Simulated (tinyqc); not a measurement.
MOS inversion layer, Poisson-Schroedinger loop: effect of the temperature.

Electrons confined at an insulator interface at z = 0, treated as a hard wall; parabolic valleys, Hartree approximation, no image or exchange terms. The depletion charge lies far deeper than the electrons and gives a uniform field q Nd/(eps0 eps_r); the gate balances all charge. Energies are counted from the band edge at the interface.

Schroedinger equation -(C/mz) psi'' + (V0 + U + dE for set B) psi = E psi, C = hbar^2/(2 m0), psi(0) = 0, on a uniform mesh of 800 nodes with a far wall at 120 nm, 8 levels a set; V0 = q Nd z/(eps0 eps_r); dU/dz = q (Ns - integral of n from 0 to z)/(eps0 eps_r), U(0) = 0; N_k = g md m0 q Vt/(pi hbar^2) ln(1 + exp((EF - E_k)/Vt)), g the number of valleys of the set, sum N_k = Ns. Triangular well: E_k = a_k (C F^2/mz)^(1/3), a_1 = 2.338107, a_2 = 4.087949, C = hbar^2/(2 m0), F in eV/nm. Fang-Howard (all electrons in the lowest level of set A): b^3 = 6 (mz1/C) q (Nd + 11 Ns/32)/(eps0 eps_r), centroid 3/b, level C b^2/(4 mz1) + (3/b) q (Nd + 11 Ns/16)/(eps0 eps_r). The centroid adds 3.9 z_av/eps_r to an oxide-equivalent thickness.

Inputs (values chosen for the exercise); masses and permittivity close to those of germanium (111):

| symbol | value | unit | meaning |
|---|---|---|---|
| eps_r | 16.2 |  | relative permittivity |
| mz1 | 1.6 | m0 | mass along z of valley set A (1 valley(s)) |
| md1 | 0.0808 | m0 | in-plane density-of-states mass of set A |
| mz2 | 0.0929 | m0 | mass along z of valley set B (3 valley(s)) |
| md2 | 0.336 | m0 | in-plane density-of-states mass of set B |
| Ns | 1.7e12 | cm^-2 | sheet density of electrons |
| Nd | 1.3e11 | cm^-2 | sheet density of depletion charge |
| dE | 0.07 | eV | extra shift of set B (strain) |

Constants: q = 1.602176634e-19 C, kB = 1.380649e-23 J/K, hbar = 1.054571817e-34 J s, m0 = 9.1093837015e-31 kg, Vt = kB T/q, eps0 = 8.8541878128e-14 F/cm where lengths are in cm, hbar^2/(2 m0) = 0.0380998212 eV nm^2. Results are converted to the units shown.

The same in every row: Fang-Howard centroid (nm) = 2.38.

Result of one run:
```
T (K)  A1 (meV)  B1 (meV)  EF (meV)  share of A1 (%)  share of set A (%)  centroid z_av (nm)  added oxide equivalent (nm)
400        46.9       170      27.3             30.7                75.7                6.64                         1.60
```

What becomes of these results when the temperature T is changed from 400 to 77 K, all else the same?

Result of the changed run:
```
T (K)  A1 (meV)  B1 (meV)  EF (meV)  share of A1 (%)  share of set A (%)  centroid z_av (nm)  added oxide equivalent (nm)
77         44.9       151      76.1             62.1                 100                3.50                        0.841
```

The whole series:
```
T (K)  A1 (meV)  B1 (meV)  EF (meV)  share of A1 (%)  share of set A (%)  centroid z_av (nm)  added oxide equivalent (nm)
20         44.7       148      77.7             65.5                 100                3.12                        0.752
50         44.8       149      77.1             64.2                 100                3.29                        0.792
77         44.9       151      76.1             62.1                 100                3.50                        0.841
120        45.1       154      73.7             57.9                99.9                3.84                        0.923
200        45.6       159      66.0             49.6                97.4                4.46                         1.07
300        46.3       165      50.0             39.4                87.9                5.47                         1.32
400        46.9       170      27.3             30.7                75.7                6.64                         1.60
500        47.4       174     -1.29             23.9                64.6                7.75                         1.87
```

As T goes from 20 to 500, A1 rises from 44.7 to 47.4 meV, the share of A1 falls from 65.5 to 23.9 % and the centroid rises from 3.12 to 7.75 nm. EF lies more than 2 meV above A1 for T = 20, 50, 77, 120, 200, 300. The Fang-Howard centroid is 24 % below the full one in the first row, where A1 holds 65.5 %, and 69 % below it in the last, where A1 holds 23.9 %. For T = 120, 200, 300, 400, 500 the eighth level of a set still holds over 0.4 % of the electrons, so more levels and a farther wall would raise the centroid.

Computed by the program tinyqc: `OMP_NUM_THREADS=1 python tinyqc.py 2160168 2160169 out.jsonl`, one thread of a shared Intel Xeon 2.30GHz, about 1 s for the whole run.
